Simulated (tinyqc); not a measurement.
From results to parameters: Hueckel model of a polar double bond. Computed by the program tinyqc.

Problem. A C=X pi bond in Hueckel theory has H_XX = alpha + h beta, H_CC = alpha and H_CX = k beta, with two electrons. Find h, k, the charge on carbon and the bond order.

x values of the two levels (E = alpha + x beta): 1.409127  -0.309127

Solution. The sum of the x values is h and their product is -k^2; the charge on carbon is h/sqrt(h^2 + 4k^2) and the bond order 2k/sqrt(h^2 + 4k^2).

h, k: 1.1000  0.6600
charge on carbon, bond order: 0.6402  0.7682
